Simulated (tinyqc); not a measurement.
Worked calculation: mobility of a non-polar semiconductor in the relaxation-time approximation. Computed by tinyqc, a small Python program that keeps every step. Command: `OMP_NUM_THREADS=1 python tinyqc.py 3011096 3011097 out.jsonl rta walk`. One thread of a shared host (Intel(R) Xeon(R) Processor @ 2.30GHz), about 0.01 s of CPU time with the checks. Intermediate numbers are printed to about 6 digits and carried at full precision; extremes and crossings named in words are read from the listed rows.

Each valley is treated as a sphere of mass m_d for states and rates, with one isotropic relaxation time; the conductivity mass m_c sets the current.

Inputs (values chosen for the exercise, modelled on holes in silicon):

| quantity | value | unit |
|---|---|---|
| longitudinal mass m_l | 0.492 | m_0 |
| transverse mass m_t | 0.492 | m_0 |
| equivalent valleys Z | 1 | - |
| static permittivity eps_s | 11.7 | - |
| density rho | 2329 | kg/m^3 |
| sound velocity v_l | 9190 | m/s |
| acoustic deformation potential D_A | 5.1 | eV |
| phonon energy hbar w | 65 | meV |
| optical or intervalley deformation potential D_o | 9.9 | 1e8 eV/cm |
| final valleys Z_f | 1 | - |
| carrier density n | 2.8e+17 | 1/cm^3 |
| compensation ratio C | 0.34 | - |
| temperature T | 77 | K |
| neutral impurity density N_n | 1e+15 | 1/cm^3 |

Band: parabolic. Impurity formula: Brooks-Herring. Further scattering: neutral impurities.

Constants: k_B = 8.617333262e-05 eV/K; m_0 = 9.1093837015e-31 kg; e = 1.602176634e-19 C; hbar = 1.054571817e-34 J s; eps_0 = 8.8541878128e-12 F/m; k_B = 1.380649e-23 J/K; hbar = 6.582119569e-16 eV s.

## Masses

m_d = (m_l m_t^2)^(1/3); 1/m_c = (1/m_l + 2/m_t)/3; Hall mass factor A = 3 K_m (K_m + 2)/(2 K_m + 1)^2, K_m = m_l/m_t; N_I = n (1 + C)/(1 - C).

density-of-states mass m_d = 0.492 m_0

conductivity mass m_c = 0.492 m_0

Hall mass factor A = 1

ionised impurity density N_I = 5.68485e+17 1/cm^3

## Fermi level and screening

Parabolic band: E = hbar^2 k^2/(2 m), speed v = hbar k/m, states per spin, volume and energy g(E) = m k/(2 pi^2 hbar^2). Here m = m_d. Masses are multiplied by m_0 and all formulas are in SI units. The reduced Fermi level eta = E_F/(k_B T) solves n = 2 Z int g f dE with f = 1/(1 + exp(x - eta)) (Z = 1 unless valleys are given); screening length L_s = sqrt(eps_s eps_0 k_B T/(e^2 dn/deta)), dn/deta = 2 Z int g f (1 - f) dE. Integrals over x = E/(k_B T) use 160 Gauss-Legendre points in u = sqrt(x) from 0 to sqrt(max(eta, 0) + 32).

reduced Fermi level eta = -1.30411

screening length L_s = 4.08170 nm

The gas is between the classical and degenerate limits.

## Rates at a few energies

Phonon occupation N_q = 1/(exp(hbar w/(k_B T)) - 1). Acoustic deformation potential (elastic, equipartition, absorption and emission together): 1/tau = 2 pi k_B T D_A^2 g(E)/(hbar rho v_l^2). Optical or intervalley deformation potential: 1/tau = (pi Z_f D_o^2/(rho w)) [N_q g(E + hbar w) + (N_q + 1) g(E - hbar w)], with g = 0 below the band edge. Each optical term is multiplied by (1 - f(E'))/(1 - f(E)), E' the final energy, for Pauli blocking. Singly charged impurities, momentum relaxation: 1/tau = N_I e^4 m (1 + 2 alpha E) Phi/(8 pi (eps_s eps_0)^2 hbar^3 k^3), with alpha = 0 for a parabolic band. Brooks-Herring: Phi = ln(1 + b) - b/(1 + b), b = 4 k^2 L_s^2. Neutral impurities (Erginsoy): 1/tau = 20 N_n a_B hbar/m, a_B = 4 pi eps_s eps_0 hbar^2/(m e^2).

Rates (1e12/s) at E = (max(eta, 0) + 0.5, 1, 2, 4) k_B T:

| E (meV) | acoustic | optical | ionised impurity | neutral impurity |
|---|---|---|---|---|
| 3.3177 | 0.090855 | 4.27297e-04 | 36.4359 | 0.00592208 |
| 6.6353 | 0.128488 | 4.13216e-04 | 22.2742 | 0.00592208 |
| 13.2707 | 0.181710 | 4.07144e-04 | 11.9688 | 0.00592208 |
| 26.5414 | 0.256976 | 4.26820e-04 | 5.8543 | 0.00592208 |

## Mobility for each process alone

mu = (m_d/m_c) (2 Z e/(3 n k_B T)) int g v^2 tau f (1 - f) dE. Averages over x are split at the emission threshold x_0 = hbar w/(k_B T): 64 Gauss-Legendre points in sqrt(x) below it and 128 in sqrt(x - x_0) above it, up to x = max(eta, 0) + 32.

acoustic mobility = 20212.4 cm^2/(V s)

optical mobility = 8.53881e+06 cm^2/(V s)

ionised impurity mobility = 402.394 cm^2/(V s)

neutral impurity mobility = 603646 cm^2/(V s)

## All processes together

Rates are added at each energy before the average. With <y> = int g v^2 y f (1 - f) dE: Hall factor r_H = A (3 n k_B T/(2 Z m_d)) <tau^2/(1 + 2 alpha E)>/<tau>^2 (alpha = 0 for a parabolic band); Hall mobility r_H mu; |S| = (k_B/e) (<x tau>/<tau> - eta); resistivity 1/(n e mu).

drift mobility mu = 384.931 cm^2/(V s)

Hall factor r_H = 1.33878

Hall mobility = 515.340 cm^2/(V s)

Seebeck coefficient |S| = 416.235 microvolt/K

resistivity = 0.0579093 ohm cm

Taking r_H = 1 in a Hall measurement would give a density 0.747 times the true one. Caution: Erginsoy's formula holds for k a_B below about 0.5 and for dopants that stay neutral, which means low temperature; elsewhere it is only a rough constant rate. Caution: n is taken as given; at low temperature (in diamond even at 300 K) real dopants can freeze out, which changes n and N_I.

## Matthiessen's rule against the full average

Matthiessen's rule adds 1/mu of the separate processes.

Separate mobilities:

| process | mu (cm^2/(V s)) | share of the sum of 1/mu (%) |
|---|---|---|
| acoustic | 2.02124e+04 | 1.95060e+00 |
| optical | 8.53881e+06 | 4.61731e-03 |
| ionised impurity | 4.02394e+02 | 9.79795e+01 |
| neutral impurity | 6.03646e+05 | 6.53137e-02 |

mobility by Matthiessen's rule = 394.264 cm^2/(V s)

excess of Matthiessen's rule over the full mu = 2.42439 %

The rule gives 394.3 against the full 384.9, 2.4 % too high; it can only overestimate, since each separate average is carried by the energies where that process is weak. One process, ionised impurity, holds 98 % of the resistance, so the error is small.

Checks made by the program: n against 2 Z (m k_B T/2 pi hbar^2)^(3/2) (2/sqrt(pi)) F_1/2(eta) by adaptive quadrature (relative difference below 1e-10); acoustic mobility against its closed form in Fermi integrals (relative difference below 1e-10); the sum rule (2 Z/(3 k_B T)) int g v^2 (1 + 2 alpha E) f (1 - f) dE = n/m_d (relative difference below 1e-10).
